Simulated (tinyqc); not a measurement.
What moves the count of states: density of states of one tight-binding band of a chain.

E(k) = -2 t cos(2 pi k) - 2 t2 cos(4 pi k); k in fractions of the reciprocal vectors, mesh k_i = j/N with j = 0 .. N-1. Densities are per cell and per spin, so the band holds one state.

Each interval of the mesh is a segment with E linear in k: n = (E - e1)/(e2 - e1), g = 1/(e2 - e1) between its end values.

Gaussian broadening: g(E) = mean over the mesh of exp(-(E - E_k)^2/(2 sigma^2))/(sigma sqrt(2 pi)), n(E) = mean of erfc((E_k - E)/(sigma sqrt 2))/2.

Inputs chosen for the exercise:
```
symbol  value  unit  meaning
t       1.94   eV    nearest hopping
t2      0.17   eV    second hopping
E       1.74   eV    energy at which the density is wanted
sigma   0.194  eV    Gaussian width
```

Linear method and Gaussian sum with N = 400.

Results for these values:
```
case  n linear  g linear (1/eV)  n Gaussian  g Gaussian (1/eV)
base    0.6265           0.1032      0.6270             0.1034
```

What happens to each result for t2 = 0.267 eV, all else kept?

Answer: n linear falls from 0.6265 to 0.6115; g linear rises from 0.1032 to 0.1080; n Gaussian falls from 0.6270 to 0.6122; g Gaussian rises from 0.1034 to 0.1085.

The same for each parameter in turn:
```
case              n linear  g linear (1/eV)  n Gaussian  g Gaussian (1/eV)
base                0.6265           0.1032      0.6270             0.1034
t = 2.134 eV        0.6129           0.0893      0.6132             0.0897
E = 1.934 eV        0.6470           0.1087      0.6476             0.1093
sigma = 0.388 eV    0.6265           0.1032      0.6286             0.1051
t2 = 0.267 eV       0.6115           0.1080      0.6122             0.1085
```

(tinyqc, `OMP_NUM_THREADS=1 python tinyqc.py 1650352 1650353 out.jsonl`, Intel(R) Xeon(R) Processor @ 2.30GHz, 1 thread, shared host, about 0.01 s.)
